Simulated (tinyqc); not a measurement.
Adsorption as a lattice gas: isotherms with interactions, competition, desorption peaks and saturation dose: one step, computed by the program tinyqc.

One adsorbate per site; a molecule needs 2 empty sites. Gas and surface have the same temperature.

Problem. Flux and the Langmuir coverage. Flux F = p/sqrt(2 pi M k_B T); k_d = nu exp(-E/(k_B T)); 2 s0 F (1 - theta)^2 = N_s k_d theta^2, so y = sqrt(2 s0 F/(N_s k_d)), theta = y/(1 + y). With a second gas on the same sites theta = y/(1 + y + K_B p_B).

Inputs (values chosen for the exercise, for a model surface): desorption energy E = 0.949 eV; prefactor nu = 3.7e+14 1/s; site density N_s = 13 1/nm^2; molecular mass M = 173 u; sticking coefficient s0 = 0.061; temperature T = 380 K; pressure p = 0.22 Pa; blocking by a second gas, K_B p_B = 0.11.

Adsorption: dissociative (second order).

Constants: u = 1.6605390666e-27 kg; k_B = 1.380649e-23 J/K; k_B = 8.617333262e-05 eV/K.

Give: flux F; k_d; y; Langmuir coverage; coverage with the second gas.

Solution.

flux F = 2260.7 1/(nm^2 s)

k_d = 95.944 1/s

y = 0.47025

Langmuir coverage = 0.31984

coverage with the second gas = 0.29758
